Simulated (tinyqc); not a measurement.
Field emission through a triangular barrier, exact transmission by Airy functions: one step of the calculation.

The left lead has its band edge at 0; for x > 0 the edge falls without end, U(x) = U0 - F x, with mass m1. No transverse momentum; C = hbar^2/(2 m0); psi and psi'/m are continuous at x = 0. The outgoing solution is Bi(z) + i Ai(z).

Task. Transmission, exact and WKB. With the Airy functions at z = z(0): g = s (Bi' + i Ai')/(Bi + i Ai), r = (i vL - g)/(i vL + g), T(E) = 1 - |r|^2 = 4 vL Im(g)/|i vL + g|^2, vL = sqrt(mL E/C)/mL. Im(g) = -s/(pi (Ai^2 + Bi^2)) by the Wronskian. WKB: exp(-S), S = (4/(3 F)) sqrt(m1/C) [max(U0 - E, 0)^1.5].

Values chosen for this exercise; U0 - E and the mass are of the order of those of aluminium oxide on silicon:
- U0 = 3.33 eV (barrier edge at x = 0)
- m1 = 0.41 m0 (mass in the barrier)
- E = 0.65 eV (electron energy)
- F = 1.1 V/nm (field in the barrier)

Constants: q = 1.602176634e-19 C, hbar = 1.054571817e-34 J s, m0 = 9.1093837015e-31 kg, hbar^2/(2 m0) = 0.0380998212 eV nm^2. Results are converted to the units shown.

Airy functions: Ai 2.9702391e-5, Ai' -7.1270052e-5, Bi 2276.0788, Bi' 5255.2547
s = -5.5586246 1/nm
vL = 4.1938157 1/nm

Give: Re g; Im g; T(E); exp(-S).

Result.

Re g = -12.83 1/nm
Im g = 3.415e-7 1/nm
T(E) = 3.143e-8
exp(-S) = 2.652e-8

Range of the model: Masses are held fixed, although real bands cease to be parabolic a few tenths of an eV from their edges. The field of 11.0 MV/cm is more than most dielectrics sustain; the model ignores breakdown.

Computed by the program tinyqc: `OMP_NUM_THREADS=1 python tinyqc.py 2580032 2580033 out.jsonl`, one thread of a shared Intel Xeon 2.30GHz, about 0.01 s for the whole run.
